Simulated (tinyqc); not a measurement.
# Bandgap voltage reference from two bipolar transistors: output against temperature

Two transistors of area 1 and N carry the same current I. Is(T) = Is (T/T0)^eta exp[(Vg0 q/kB)(1/T0 - 1/T)], VBE1 = Vt ln(I/Is(T)) + I rb, VBE2 = Vt ln(I/(N Is(T))) + I rb/N. The amplifier forces I R1(T) = VBE1 - VBE2 + Vos, with R(T) = R (1 + tc (T - T0)) for both resistors, and the output is Vref = VBE1 + I R2(T). Base currents and the Early effect are neglected.

Vt = kB T/q; I = (Vt ln N + Vos)/(R1(T) - rb (1 - 1/N)).

Parameters, values chosen for the exercise; values of the order met in silicon bipolar transistors:
- T0 = 298 K (reference temperature)
- Vg0 = 1.145 V (band-gap voltage extrapolated to 0 K)
- eta = 3.7 (temperature exponent of the saturation current)
- Is = 8.4e-16 A (saturation current of the unit transistor at T0)
- N = 8 (area ratio of the second transistor)
- R1 = 8.1 kohm (resistor across which the difference of VBE falls, at T0)
- tc = 0 ppm/K (temperature coefficient of both resistors)
- Vos = 0 mV (offset of the amplifier)
- rb = 150 ohm (series resistance of the unit transistor)
- R2 = 89.01 kohm (output resistor at T0)

Constants: q = 1.602176634e-19 C, kB = 1.380649e-23 J/K. Results are converted to the units shown.

Result of one run:

| T (K) | I (uA) | VBE1 (V) | I R2 (V) | Vref (V) | Vref - Vref(T0) (mV) | dVref/dT (uV/K) |
|---|---|---|---|---|---|---|
| 398 | 8.950 | 0.3723 | 0.7966 | 1.169 | -14.06 | -172.6 |

What becomes of these results when the temperature T is changed from 398 to 348 K, all else the same?

Result of the changed run:

| T (K) | I (uA) | VBE1 (V) | I R2 (V) | Vref (V) | Vref - Vref(T0) (mV) | dVref/dT (uV/K) |
|---|---|---|---|---|---|---|
| 348 | 7.825 | 0.4802 | 0.6965 | 1.177 | -6.189 | -141.4 |

The whole series:

| T (K) | I (uA) | VBE1 (V) | I R2 (V) | Vref (V) | Vref - Vref(T0) (mV) | dVref/dT (uV/K) |
|---|---|---|---|---|---|---|
| 218 | 4.902 | 0.7523 | 0.4363 | 1.189 | 5.664 | -32.54 |
| 233 | 5.239 | 0.7217 | 0.4664 | 1.188 | 5.059 | -48.03 |
| 253 | 5.689 | 0.6805 | 0.5064 | 1.187 | 3.904 | -67.19 |
| 273 | 6.139 | 0.6389 | 0.5464 | 1.185 | 2.381 | -84.89 |
| 298 | 6.701 | 0.5865 | 0.5965 | 1.183 | 0 | -105.3 |
| 323 | 7.263 | 0.5336 | 0.6465 | 1.180 | -2.869 | -124.0 |
| 348 | 7.825 | 0.4802 | 0.6965 | 1.177 | -6.189 | -141.4 |
| 373 | 8.388 | 0.4265 | 0.7466 | 1.173 | -9.928 | -157.5 |
| 398 | 8.950 | 0.3723 | 0.7966 | 1.169 | -14.06 | -172.6 |
| 423 | 9.512 | 0.3178 | 0.8467 | 1.164 | -18.55 | -186.8 |

VBE1 falls by 2.12 mV/K on average and I R2 rises by 2.00 mV/K. The slope of Vref vanishes at T = 190 K. Between 233 and 398 K Vref spans 19.1 mV, or 98.2 ppm/K by the box method (span over the average over T, over 165 K).

Computed by the program tinyqc: `OMP_NUM_THREADS=1 python tinyqc.py 2062081 2062082 out.jsonl`, one thread of a shared Intel Xeon 2.30GHz, about 0.02 s for the whole run.
